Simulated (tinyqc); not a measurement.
From results back to parameters: image-charge renormalisation of a gap near a dielectric or metal. Two cases, with inputs chosen for the exercise.

Problem. A small molecule or defect in vacuum at height z above the image plane of a substrate has both its electron and hole levels stabilised by (e^2/4 pi eps0)(es - 1)/((es + 1) 4 z), so its gap shrinks by twice that. The reduced gap is given.

Constants: e^2/(4 pi eps0) = 14.39964547 eV angstrom.

Find: reduction; (es - 1)/(es + 1); z.

Method. z = (e^2/4 pi eps0)(es - 1)/((es + 1) 2 x reduction). Local and hybrid functionals miss this shift, since it is a non-local correlation effect.

Case 1.

Values chosen: E0 = 7.85 eV (quasiparticle gap far from the surface); es = 4.5 (dielectric constant of the substrate (1e4: a metal)).

gap near the surface = 7.07344 eV

Solution.

reduction = 0.7766 eV
(es - 1)/(es + 1) = 0.6364
z = 5.90 angstrom

Case 2.

Values chosen: E0 = 5.4 eV (quasiparticle gap far from the surface); es = 10000 (dielectric constant of the substrate (1e4: a metal)).

gap near the surface = 3.80036 eV

Solution.

reduction = 1.5996 eV
(es - 1)/(es + 1) = 0.9998
z = 4.50 angstrom

Computed by tinyqc, one run a case: `OMP_NUM_THREADS=1 python tinyqc.py N N+1 out.jsonl` with N = 1850239, 1850266; one thread of a shared Intel(R) Xeon(R) Processor @ 2.30GHz, about 0.02 s a run at most.
